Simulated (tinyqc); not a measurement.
Same peak temperature, different pulse lengths: millisecond and nanosecond annealing: surface heating, thermal budget and solid-phase regrowth. Computed by tinyqc, a small Python program. Command: `OMP_NUM_THREADS=1 python tinyqc.py 3025779 3025780 out.jsonl flash walk`. One thread of a shared host (Intel(R) Xeon(R) Processor @ 2.30GHz), about 0.02 s of CPU time with the checks.

A square pulse heats the surface of a thick wafer with constant thermal properties; losses by radiation are neglected and silicon melts at 1414 C.

Inputs (values chosen for the exercise, modelled on hot silicon with phosphorus):

| quantity | value | unit |
|---|---|---|
| incident fluence | 0.65 | J/cm^2 |
| pulse length t_p | 1.4e-07 | s |
| reflectance R | 0.56 | - |
| thermal conductivity k | 0.27 | W/(cm K) |
| heat capacity per volume c | 2.36 | J/(cm^3 K) |
| preheat temperature T0 | 200 | C |
| dopant prefactor D0 | 4.1 | cm^2/s |
| dopant activation energy E | 3.68 | eV |
| regrowth prefactor v0 | 5.7e+08 | cm/s |
| regrowth energy E_v | 2.7 | eV |
| amorphous layer | 14 | nm |

Source: pulsed laser.

Constants: k_B = 8.617333262e-05 eV/K.

Method:
- Absorbed flux q = (1 - R) fluence/t_p; kappa = k/c. With f(z, t) = (2 q/k) sqrt(kappa t) ierfc(z/(2 sqrt(kappa t))), ierfc(x) = exp(-x^2)/sqrt(pi) - x erfc(x): T = T0 + f(z, t) during the pulse and T0 + f(z, t) - f(z, t - t_p) after it.
- At the surface the rise at the end of the pulse is 2 q sqrt(t_p/(pi k c)); the fluence that just melts the surface scales with (1414 - T0).
- Temperatures in kelvin are T(C) + 273.15.
- Integrate exp(-E/(k_B T(t))) at the surface from 0 to 10 t_p (Gauss-Legendre, 60 points in sqrt(t) up to t_p and 60 in sqrt(t - t_p) after it). (Dt) = D0 x integral with E; regrowth = v0 x integral with E_v; effective time = integral/exp(-E/(k_B T_peak)).
- For each t_p the flux is set so that the peak temperature stays the same: q sqrt(t_p) is fixed.

absorbed flux q = 2.04286e+06 W/cm^2

kappa = 0.114407 cm^2/s

Pulses:

| t_p (s) | fluence (J/cm^2) | q (W/cm^2) | thermal length (um) | 2 sqrt(Dt) (nm) | regrowth (nm) |
|---|---|---|---|---|---|
| 1.00e-07 | 5.4935e-01 | 2.4171e+06 | 1.0696e+00 | 4.3192e-03 | 1.3126e-01 |
| 1.00e-06 | 1.7372e+00 | 7.6437e+05 | 3.3824e+00 | 1.3658e-02 | 1.3126e+00 |
| 1.00e-05 | 5.4935e+00 | 2.4171e+05 | 1.0696e+01 | 4.3192e-02 | 1.3126e+01 |
| 1.00e-04 | 1.7372e+01 | 7.6437e+04 | 3.3824e+01 | 1.3658e-01 | 1.3126e+02 |
| 3.00e-04 | 3.0089e+01 | 4.4131e+04 | 5.8585e+01 | 2.3657e-01 | 3.9378e+02 |
| 1.00e-03 | 5.4935e+01 | 2.4171e+04 | 1.0696e+02 | 4.3192e-01 | 1.3126e+03 |
| 3.00e-03 | 9.5150e+01 | 1.3955e+04 | 1.8526e+02 | 7.4810e-01 | 3.9378e+03 |
| 1.00e-02 | 1.7372e+02 | 7.6437e+03 | 3.3824e+02 | 1.3658e+00 | 1.3126e+04 |

What follows from these numbers?

Fluence and diffusion length grow as sqrt(t_p), regrowth as t_p. The layer of 14 nm regrows from t_p = 0.0001 s on among these rows, at a diffusion length of 0.14 nm. Caution: cold silicon conducts heat several times better than the constant k used here, so the real melting fluence is higher. Caution: amorphous silicon melts some 200 to 250 K below the crystal, which matters for the short pulses that reach the peak before regrowth. Caution: the shortest pulses need a source absorbed within their thermal length, and the longest also heat the back of the wafer, which the thick-wafer formula leaves out.

Extremes, crossings and ranges named in words are read from the listed rows.
